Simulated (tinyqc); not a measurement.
Inside a calculation: polytypes by hexagonality, and a cubic inclusion as a quantum well. Values are carried at full precision from step to step, so a last printed digit may differ when a step is redone from the rounded ones.

A layer is h if its two neighbours in the periodic sequence sit on the same site, k otherwise; the hexagonality h is the share of h layers.

Constants: hbar^2/2m0 = 3.80998211 eV angstrom^2.

Inputs chosen for the exercise (of the order of those of GaAs; the results hold for these values, not for the real material): E3 = 1.528 eV (gap of the cubic polytype); E2 = 1.506 eV (gap of 2H); Ev2 = 0.116 eV (valence top of 2H above that of 3C); P2 = 0.002 C/m^2 (spontaneous polarisation of 2H); m = (0.062, 0.064) m0 (electron mass along c in the cubic layer and in the host); d = 3.254 angstrom (thickness of a double layer); eps = 12.9 (dielectric constant); N = 18 (double layers in the cubic inclusion).

## Hexagonality

Stacking sequences:

| polytype | sequence |
|---|---|
| 10H | ABCABCBACB |
| 3C | ABC |
| 2H | AB |
| 15R | ABCACBCABACABCB |
| 4H | ABCB |

Give the h/k string and h of each.

Hexagonality:

| polytype | h/k string | h |
|---|---|---|
| 10H | hkkkkhkkkk | 0.2000 |
| 3C | kkk | 0.0000 |
| 2H | hh | 1.0000 |
| 15R | hkkhkhkkhkhkkhk | 0.4000 |
| 4H | hkhk | 0.5000 |

## Gaps and band edges

Gap: E3 + (E2 - E3) h. Valence top Ev2 h and polarisation P2 h, both counted from 3C; Ec = Ev + gap.

Evaluate for each polytype.

Results:

| polytype | gap (eV) | Ev (eV) | Ec (eV) | P (C/m^2) |
|---|---|---|---|---|
| 10H | 1.5236 | 0.0232 | 1.5468 | 0.00040 |
| 3C | 1.5280 | 0.0000 | 1.5280 | 0.00000 |
| 2H | 1.5060 | 0.1160 | 1.6220 | 0.00200 |
| 15R | 1.5192 | 0.0464 | 1.5656 | 0.00080 |
| 4H | 1.5170 | 0.0580 | 1.5750 | 0.00100 |

The widest gap is that of 3C, the narrowest that of 2H. Ev and Ec both rise with h, so 3C collects electrons and the more hexagonal side holes: a staggered line-up.

## The bound level without the field

A cubic inclusion of width L = N d in the host (h = 1) is a well of depth V = Ec(host) - Ec(3C). Square well with mass mismatch: k tan(k L/2) = (m_w/m_b) q, k = sqrt(m_w E/c), q = sqrt(m_b (V - E)/c), c = hbar^2/2m0, lowest root. The depth of the level, V - E, is its binding, and the transition to the valence top of the host is gap(host) - (V - E). The step in polarisation gives a field |F| = |P|/(eps eps0) in a thin inclusion, eps0 = 8.8541878e-12 F/m.

Give V, L, the level E, its depth below the host conduction edge and the transition to the valence top of the host, gap(host) - (V - E).

V = 0.0940 eV
L = 58.572 angstrom
E above the bottom = 0.0453 eV
depth below the host edge = 0.0487 eV
transition = 1.4573 eV

The level keeps 52 % of the well depth. The transition lies below the gap of 3C itself (1.528 eV), which only a staggered line-up allows.

## The polarisation field

Give |F|, the drop |F| L, the bound charge |P|/e per cm^2 (e = 1.602176634e-19 C), and, as a first estimate, the shift -|F| L/2 of the transition for an electron centred in the layer and a hole in the host on the high side.

|F| = 0.175 MV/cm
drop = 102.6 meV
bound charge = 1.25e+12 cm^-2
estimated shift = -51.3 meV

The drop is 109 % of the well depth. The host edge on the low side sinks by 51 meV against the centre, more than the 49 meV by which the flat well binds, so the level may not survive the field and the estimate must be checked.

## Checks

- Square-well root against finite differences on a grid of 0.5 angstrom (eV): both 0.045.

Run: tinyqc, `OMP_NUM_THREADS=1 python tinyqc.py 1850374 1850375 out.jsonl`; Intel(R) Xeon(R) Processor @ 2.30GHz, one thread, shared host; about 0.1 s of CPU time with all checks.
